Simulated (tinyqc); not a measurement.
Two coupled magnetic layers: synthetic antiferromagnet, spin flop, exchange bias and magnetoresistance: one step, computed by the program tinyqc. Command: `OMP_NUM_THREADS=1 python tinyqc.py 3004807 3004808 out.jsonl saf walk`. One thread of a shared host (Intel(R) Xeon(R) Processor @ 2.30GHz), about 0.3 s of CPU time with the checks.

Moments lie in the plane at the angles p1, p2 from the field. Energy per area: E = J1 cos(p1 - p2) + J2 cos^2(p1 - p2) - B M_s (t1 cos p1 + t2 cos p2) + K (t1 cos^2 p1 + t2 cos^2 p2).

Problem. Saturation field. The parallel state is stable while the Hessian at p1 = p2 = 0 is positive: with c = J1 + 2 J2 and u = B M_s - 2K, (u t1 - c)(u t2 - c) > c^2, so B_sat M_s = c (1/t1 + 1/t2) + 2K. B_K = 2K/M_s.

Inputs (values chosen for the exercise, for a model stack):
```
quantity                         value    unit
saturation magnetisation M_s      1170    kA/m
thickness t1                       2.9      nm
thickness t2                       2.9      nm
antiferromagnetic coupling J1     0.76  mJ/m^2
biquadratic coupling J2              0  mJ/m^2
in-plane anisotropy K             0.69  kJ/m^3
field over the saturation field   0.83       -
```

Field direction: along the hard axis.

Give: exchange field c (1/t1 + 1/t2)/M_s; B_K; saturation field B_sat; applied field B.

Solution.

exchange field c (1/t1 + 1/t2)/M_s = 447.98 mT

B_K = 1.1795 mT

saturation field B_sat = 449.16 mT

applied field B = 372.80 mT
